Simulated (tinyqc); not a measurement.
One-dimensional ballistic tunnel FET, two-band WKB: one step of the calculation.

A p-type source for x < 0 with its Fermi level at 0 and its valence edge at ds; in the channel the bands fall as D exp(-x/lam) towards their flat values, with the conduction edge at Ec = ds - dP and D = dP + Eg. The gate moves dP one to one. The drain Fermi level lies at -Vd and the drain side reflects nothing. For w = E - Ec between 0 and dP an electron crosses the gap. Two-band dispersion with equal masses m: inside the gap kappa = sqrt(m u (1 - u/Eg)/C), u the distance from a band edge, C = hbar^2/(2 m0).

Problem. The exponent in closed form. S(w) = 2 lam int_0^Eg kappa(u) du/(w + Eg - u) = 2 pi lam sqrt(m/(C Eg)) [w + Eg/2 - sqrt(w (w + Eg))], T(w) = exp(-S). The common triangular estimate is S = (4/3) lam sqrt(m/C) Eg^1.5/(dP + Eg) for all w.

Parameters, values chosen for the exercise; band and dielectric values close to those of indium arsenide: band gap Eg = 0.349 eV; band-edge mass of the two-band model m = 0.029 m0; screening length of the source junction lam = 2.1 nm; tunnelling window Ev(source) - Ec(channel) dP = 0.1 eV; energy above the channel conduction edge w0 = 0.072 eV.

Constants: q = 1.602176634e-19 C, hbar = 1.054571817e-34 J s, m0 = 9.1093837015e-31 kg, hbar^2/(2 m0) = 0.0380998212 eV nm^2. Results are converted to the units shown.

Find: S(w0); T(w0); triangular S.

Solution.

S(w0) = 1.411
T(w0) = 0.2440
triangular S = 1.122

tinyqc, about 0.01 s, one thread, Intel Xeon 2.30GHz (shared host): `OMP_NUM_THREADS=1 python tinyqc.py 2620110 2620111 out.jsonl`
